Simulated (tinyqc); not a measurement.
# Bandgap voltage reference from two bipolar transistors: effect of the area ratio of the second transistor

Two transistors of area 1 and N carry the same current I. Is(T) = Is (T/T0)^eta exp[(Vg0 q/kB)(1/T0 - 1/T)], VBE1 = Vt ln(I/Is(T)) + I rb, VBE2 = Vt ln(I/(N Is(T))) + I rb/N. The amplifier forces I R1(T) = VBE1 - VBE2 + Vos, with R(T) = R (1 + tc (T - T0)) for both resistors, and the output is Vref = VBE1 + I R2(T). Base currents and the Early effect are neglected.

Vt = kB T/q; I = (Vt ln N + Vos)/(R1(T) - rb (1 - 1/N)). Box coefficient: span of Vref between 233 and 398 K over its average over T and over 165 K. The last column is the R2 that gives zero slope at T0.

Inputs (values chosen for the exercise); values of the order met in silicon bipolar transistors: reference temperature T0 = 300 K; band-gap voltage extrapolated to 0 K Vg0 = 1.168 V; temperature exponent of the saturation current eta = 4.3; saturation current of the unit transistor at T0 Is = 1e-17 A; resistor across which the difference of VBE falls, at T0 R1 = 2.8 kohm; temperature coefficient of both resistors tc = 0 ppm/K; offset of the amplifier Vos = 0 mV; series resistance of the unit transistor rb = 130 ohm; output resistor at T0 R2 = 15.98 kohm.

Constants: q = 1.602176634e-19 C, kB = 1.380649e-23 J/K. Results are converted to the units shown.

Effect of the area ratio of the second transistor:

| N | I at T0 (uA) | Vref at T0 (V) | slope at T0 (uV/K) | box coefficient (ppm/K) | R2 for zero slope (kohm) |
|---|---|---|---|---|---|
| 2 | 6.552 | 0.8089 | -1481 | 1901 | 83.80 |
| 4 | 13.26 | 0.9353 | -1060 | 1167 | 39.96 |
| 8 | 20.01 | 1.055 | -662.2 | 645.3 | 25.91 |
| 15 | 26.14 | 1.160 | -310.4 | 278.4 | 19.54 |
| 24 | 30.71 | 1.238 | -50.90 | 50.99 | 16.48 |
| 48 | 37.44 | 1.352 | 327.9 | 233.8 | 13.35 |
| 100 | 44.57 | 1.471 | 725.4 | 482.4 | 11.10 |

As N goes from 2 to 100, Vref rises from 0.8089 to 1.471 V and the box coefficient goes from 1900 through a minimum of 51.0 (at N = 24 among the rows listed) to 482 ppm/K. A larger N needs a smaller R2/R1, which lowers the gain seen by offset and noise.

Computed by the program tinyqc: `OMP_NUM_THREADS=1 python tinyqc.py 2062152 2062153 out.jsonl`, one thread of a shared Intel Xeon 2.30GHz, about 0.02 s for the whole run.
